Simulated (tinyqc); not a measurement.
Reverse leakage of an n+-p junction: diffusion, generation, trap-assisted and band-to-band tunnelling: two steps of the calculation.

One-sided abrupt junction in the depletion approximation, x from the junction (0) to W on the p side, field F = F0 (1 - x/W). Flat quasi-Fermi levels, long p side. Traps generate through SRH with both lifetimes shortened by 1 + Gamma (Hurkx enhancement, form for moderate fields); band-to-band generation is local and needs a total bending above Eg.

Parameters, values chosen for the exercise; band and dielectric values close to those of silicon:
- T = 300 K (temperature)
- Eg = 1.1 eV (band gap)
- eps_r = 11.5 (relative permittivity)
- Nc = 2.79e19 cm^-3 (conduction-band density of states at T)
- Nv = 2.6e19 cm^-3 (valence-band density of states at T)
- Na = 3.8e17 cm^-3 (acceptor density of the lighter side)
- Nd = 1e19 cm^-3 (donor density of the heavier side)
- tau = 1e-6 s (SRH lifetime of both carriers at zero field)
- Et = 0 eV (trap level above the intrinsic level)
- mt = 0.25 m0 (tunnelling mass)
- Dn = 8.2 cm^2/s (electron diffusion coefficient on the lighter side)
- Ab = 2.1e14 cm^-0.5 V^-2.5 s^-1 (band-to-band prefactor)
- Bb = 1.85e7 V/cm (band-to-band field constant)
- VR = 1.8 V (reverse bias)

Constants: q = 1.602176634e-19 C, kB = 1.380649e-23 J/K, hbar = 1.054571817e-34 J s, m0 = 9.1093837015e-31 kg, Vt = kB T/q, eps0 = 8.8541878128e-14 F/cm where lengths are in cm. Results are converted to the units shown.

Question 1. Field, scales and diffusion current. ni = sqrt(Nc Nv) exp(-Eg/(2 Vt)), Eg in volts; Vbi = Vt ln(Na Nd/ni^2); W = sqrt(2 eps0 eps_r (Vbi + VR)/(q Na)); F0 = 2 (Vbi + VR)/W; FG = sqrt(24 mt m0 (kB T)^3)/(q hbar); J_diff = q ni^2 sqrt(Dn/tau)(1 - exp(-VR/Vt))/Na.

Find: ni; Vbi; W; F0; FG; J_diff.

Answer 1.

ni = 1.551e10 cm^-3
Vbi = 0.9642 V
W = 96.16 nm
F0 = 574.9 kV/cm
FG = 368.8 kV/cm
J_diff = 2.906e-13 A/cm^2

Question 2. Generation rates across the layer. u = (Vbi + VR)(1 - x/W)^2, p = Na exp(-u/Vt), n = Nd exp((u - Vbi - VR)/Vt); G0 = ni^2 (1 - exp(-VR/Vt))/(tau (n + p + 2 ni cosh(Et/Vt))); Gamma = 2 sqrt(3 pi)(F/FG) exp((F/FG)^2); trap-assisted part G0 Gamma; G_bb = Ab F^2.5 exp(-Bb/F) with F in V/cm, zero unless Vbi + VR > Eg, and counted as zero under 1 cm^-3 s^-1. 15 equal steps.

ni = 1.5512987e10 cm^-3
Vbi = 0.96423248 V
W = 96.156483 nm
F0 = 574.94459 kV/cm
FG = 368.84201 kV/cm

Find: x; F; Gamma; G0; G0 Gamma; G_bb.

Answer 2.

```
point	x (nm)	F (kV/cm)	Gamma	G0 (cm^-3 s^-1)	G0 Gamma (cm^-3 s^-1)	G_bb (1e14 cm^-3 s^-1)
0	0.00	574.9	108.7	2.407e7	2.616e9	5.585
1	6.41	536.6	74.17	2.319e13	1.720e15	0.472
2	12.82	498.3	51.45	7.750e15	3.987e17	0.028
3	19.23	460.0	36.26	7.756e15	2.812e17	0.001
4	25.64	421.6	25.93	7.756e15	2.011e17	0.000
5	32.05	383.3	18.79	7.756e15	1.457e17	0.000
6	38.46	345.0	13.77	7.756e15	1.068e17	0.000
7	44.87	306.6	10.19	7.756e15	7.903e16	0.000
8	51.28	268.3	7.582	7.749e15	5.875e16	0.000
9	57.69	230.0	5.647	5.330e15	3.010e16	0.000
10	64.10	191.6	4.179	9.040e13	3.778e14	0.000
11	70.51	153.3	3.034	1.270e12	3.852e12	0.000
12	76.93	115.0	2.110	4.561e10	9.622e10	0.000
13	83.34	76.7	1.332	4.238e9	5.647e9	0.000
14	89.75	38.3	0.6450	1.019e9	6.570e8	0.000
15	96.16	0.0	0	6.333e8	0	0.000
```

Range of the model: The n+ side is degenerate, so Vbi from Boltzmann statistics is only a guide.

tinyqc, about 0.01 s, one thread, Intel Xeon 2.30GHz (shared host): `OMP_NUM_THREADS=1 python tinyqc.py 2290148 2290149 out.jsonl`
